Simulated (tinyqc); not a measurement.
Chemical-mechanical planarisation: Preston law, pattern density and step-height reduction: one step, computed by the program tinyqc.

A row of 10 cells, repeated periodically, holds raised features that cover a share rho of each cell.

Problem. State at time t. While h > h_c only raised areas polish, at R0/rho_eff, until t_c = rho_eff (h0 - h_c)/R0. After that h = h_c exp(-(t - t_c)/tau), tau = rho_eff h_c/R0; low areas polish at R0 (1 - h/h_c) and raised areas at R0 [1 + (1 - rho_eff) h/(rho_eff h_c)]. Removed from raised areas after t_c: h0 - h_c + R0 (t - t_c) + (1 - rho_eff)(h_c - h); from low areas: R0 (t - t_c) - rho_eff (h_c - h). Film left = z0 less the removal from raised areas.

Inputs (values chosen for the exercise, close to those used for oxide polishing):
```
quantity                        value  unit
initial step height h0            760    nm
contact height h_c                 69    nm
film above the raised areas z0   1200    nm
polish time t                     110     s
```

effective densities: 0.3334530  0.3076480  0.3349505  0.4321880  0.5418094  0.5701762  0.4907121  0.3878149  0.3490729  0.3521751

blanket rate R0 = 3.506017 nm/s

Give: Cells; range of film left across the row; largest remaining step; thinnest film left.

Solution.

Cells:
```
cell  rho_eff  t_c (s)  step h (nm)  removed, raised (nm)  removed, low (nm)  film left on raised areas (nm)
1     0.33345    65.72        0.081                892.18             132.26                          307.82
2     0.30765    60.63        0.020                911.84             151.86                          288.16
3     0.33495    66.02        0.087                891.04             131.13                          308.96
4     0.43219    85.18        3.729                815.08              58.81                          384.92
5     0.54181   106.79       51.040                710.50               1.54                          489.50
6     0.57018   112.38       83.609                676.39               0.00                          523.61
7     0.49071    96.71       17.434                763.84              21.28                          436.16
8     0.38781    76.43        0.849                850.40              91.25                          349.60
9     0.34907    68.80        0.171                880.25             120.43                          319.75
10    0.35218    69.41        0.197                877.88             118.08                          322.12
```

range of film left across the row = 235.44 nm

largest remaining step = 83.609 nm

thinnest film left = 288.16 nm

9 of 10 cells have reached contact. The cell with the lowest rho_eff has lost the most film from its raised areas.
